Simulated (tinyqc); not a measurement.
# Changing the peak energy omega_1

Model: critical temperature from a phonon spectrum: McMillan, Allen-Dynes and the linearised Eliashberg equation. Computed by tinyqc, a small Python program. Command: `OMP_NUM_THREADS=1 python tinyqc.py 3011920 3011921 out.jsonl eliashberg sweep`. One thread of a shared host (Intel(R) Xeon(R) Processor @ 2.30GHz), about 0.07 s of CPU time with the checks.

alpha^2 F(omega) = sum_i (lambda_i omega_i/2) delta(omega - omega_i), so that lambda = 2 int alpha^2 F/omega d omega = sum_i lambda_i.

Inputs (values chosen for the exercise, for a model metal): coupling lambda_1 = 0.518; Coulomb pseudopotential mu* = 0.1.

Peaks in alpha^2 F: one.

Constants: k_B = 8.617333262e-05 eV/K.

Method:
- omega_log = exp(sum lambda_i ln omega_i / lambda); omega_rms = sqrt(sum lambda_i omega_i^2 / lambda).
- McMillan form: k_B T_c = (omega_log/1.2) exp[-1.04 (1 + lambda)/(lambda - mu* (1 + 0.62 lambda))]. Allen-Dynes multiplies it by f1 f2: f1 = [1 + (lambda/L1)^(3/2)]^(1/3), L1 = 2.46 (1 + 3.8 mu*); f2 = 1 + (omega_rms/omega_log - 1) lambda^2/(lambda^2 + L2^2), L2 = 1.82 (1 + 6.3 mu*) omega_rms/omega_log.
- Linearised Eliashberg equation at omega_n = (2n + 1) pi k_B T, n = 0..N-1: lambda(j) = sum_i lambda_i omega_i^2/(omega_i^2 + (2 pi j k_B T)^2); K_mn = lambda(m - n) + lambda(m + n + 1) - 2 mu*(N) - delta_mn [2m + 1 + lambda(0) + 2 sum_(j=1..m) lambda(j)], with 1/mu*(N) = 1/mu* + ln(omega_rms/omega_N), omega_N = (2N + 1) pi k_B T. T_c is where the largest eigenvalue rho of K is zero.
- N is the smallest integer at or above 8 omega_max/(2 pi k_B T_AD), omega_max the highest peak and T_AD the Allen-Dynes value.

One run for each value:
```
peak energy omega_1 (meV)  T_c, Eliashberg (K)  T_c, Allen-Dynes (K)  omega_log (meV)  k_B T_c/omega_log
3.23                                    0.5122                0.5324             3.23           0.013665
4.17                                    0.6613                0.6874             4.17           0.013665
5.38                                    0.8532                0.8868             5.38           0.013665
6.95                                    1.1021                1.1456             6.95           0.013665
8.98                                    1.4241                1.4802             8.98           0.013665
11.60                                   1.8395                1.9121            11.60           0.013665
15.00                                   2.3787                2.4725            15.00           0.013665
19.40                                   3.0765                3.1978            19.40           0.013665
```

Describe and explain the trends.

Over the rows, T_c, Eliashberg (K) rises from 0.512 to 3.08 (exponent d ln y / d ln x about 1.0 throughout); T_c, Allen-Dynes (K) rises from 0.532 to 3.20 (exponent d ln y / d ln x about 1.0 throughout); omega_log (meV) rises from 3.23 to 19.4 (exponent d ln y / d ln x about 1.0 throughout). With one peak and fixed lambda, T_c is proportional to its energy.

Extremes, crossings and ranges named in words are read from the listed rows.
